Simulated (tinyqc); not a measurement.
Comparisons within one model: periodic multilayer mirror for extreme ultraviolet light. A value that a table varies takes the place of the one given here.

s polarisation, vacuum above. q_j = sqrt(N_j^2 - sin^2 theta); interface r_jk = (q_j - q_k)/(q_j + q_k) exp(-2 (2 pi/lam)^2 q_j q_k sg^2) (Nevot-Croce; sg = 0 if not given); phase factor of a layer x_j = exp(4 pi i q_j d_j/lam). Each period has the spacer (thickness (1 - Gm) L) on top of the absorber (Gm L). In this recursion R is the amplitude; R in tables and results is the reflectance, its squared modulus. The substrate is of the spacer material. Starting with R = 0 in it, each interface upward gives R -> (r + R x)/(1 + r R x), x that of the layer below the interface (1 for the substrate).

Parameters, chosen for this exercise (optical constants near those of Mo and Si at 13.5 nm; shifted at random, so the results belong to these values and not to a real crystal):
- lam = 13.5 nm (wavelength)
- dA = (0.077, 0.00653) (delta and beta of the absorber, N = 1 - delta + i beta)
- dS = (0.001, 0.00179) (delta and beta of the spacer and the substrate)
- L = 6.93 nm (period)
- Gm = 0.4 (absorber share of the period)
- theta = 6 degrees (angle from the normal)
- sg = 0 nm (interface roughness)
- Np = 50 (periods)

## Number of periods

The last column sets both beta to zero.

Reflectance:
```
periods      R  R without absorption
5        0.111                 0.124
10       0.320                 0.387
15       0.494                 0.628
20       0.606                 0.791
30       0.704                 0.940
40       0.731                 0.984
50       0.738                 0.996
60       0.740                 0.999
80       0.741                 1.000
100      0.741                 1.000
```

R reaches 0.731 at 40 periods and 0.741 at 100; it stays within 0.01 of the last value from 40 periods on. Without absorption the last value is 1.000: absorption, not the count of layers, caps the mirror.

## Wavelength

The optical constants are held fixed.

Reflectance:
```
lam (nm)      R
12.9      0.167
13.0      0.291
13.1      0.537
13.2      0.650
13.3      0.705
13.4      0.733
13.5      0.738
13.6      0.701
13.7      0.467
13.8      0.131
13.9      0.165
14.0      0.031
14.1      0.085
14.2      0.043
14.3      0.019
```

The largest value listed is 0.738 at 13.5 nm, against lam_B = 2 L Re(mean q) = 13.346 nm; the peak lies on the long side, where the nodes of the standing wave fall in the absorber. R exceeds half of that from 13.1 to 13.7 nm of the wavelengths listed, at least 4.4 % of the wavelength; a chain of ten mirrors narrows it, since R^10 falls to half where R has lost only 7 %.

## Absorber share

For each Gm the period is set so that lam_B = 2 L Re(mean q) equals lam - 0.09 nm.

Results:
```
Gm    L (nm)      R
0.15   6.828  0.551
0.20   6.854  0.654
0.25   6.881  0.703
0.30   6.908  0.727
0.35   6.936  0.736
0.40   6.963  0.738
0.45   6.991  0.733
0.50   7.019  0.723
0.60   7.075  0.685
0.70   7.133  0.612
```

The largest value listed is 0.738 at 0.4. The contrast of a period goes as sin(pi Gm) and is largest at 0.5, while the loss grows with Gm; R is 0.723 at 0.5, 0.727 at 0.3 and 0.612 at 0.7. Absorption pulls the best share below 0.5.

## Angle of incidence

Results:
```
theta (degrees)  lam_B (nm)      R
0                    13.425  0.736
2                    13.416  0.737
4                    13.390  0.739
6                    13.346  0.738
8                    13.285  0.725
10                   13.207  0.658
12                   13.111  0.294
14                   12.999  0.205
16                   12.869  0.043
18                   12.722  0.089
20                   12.558  0.036
```

lam_B = 2 L Re(mean q) falls with the angle, from 13.425 to 12.558 nm; the largest value listed is 0.739 at 4 degrees. R stays above 90 % of that value at 0, 2, 4, 6 and 8 degrees, which bounds the cone of light that a mask or mirror with this period accepts.

## Tolerances

R of the mirror, and R^10 for a chain of ten such mirrors. Each row changes one parameter from the base and keeps the others.

Results:
```
case                        R    R^10
base                   0.7385  0.0482
L = 6.97 nm            0.7363  0.0468
Gm = 0.44              0.7301  0.0430
theta = 8 degrees      0.7251  0.0402
sg = 0.2 nm            0.7338  0.0453
dA = (0.077, 0.00784)  0.7155  0.0352
lam = 13.55 nm         0.7286  0.0422
```

The largest shifts from the base row, up to three for each result and ties (the steps differ in size, so this ranks the rows, not the parameters). R: dA -0.0230, theta -0.0134, lam -0.0099. R^10: dA -0.0131, theta -0.00805, lam -0.00607.

Run: tinyqc, `OMP_NUM_THREADS=1 python tinyqc.py 1651858 1651859 out.jsonl`; Intel(R) Xeon(R) Processor @ 2.30GHz, one thread, shared host; about 0.02 s of CPU time with all checks.
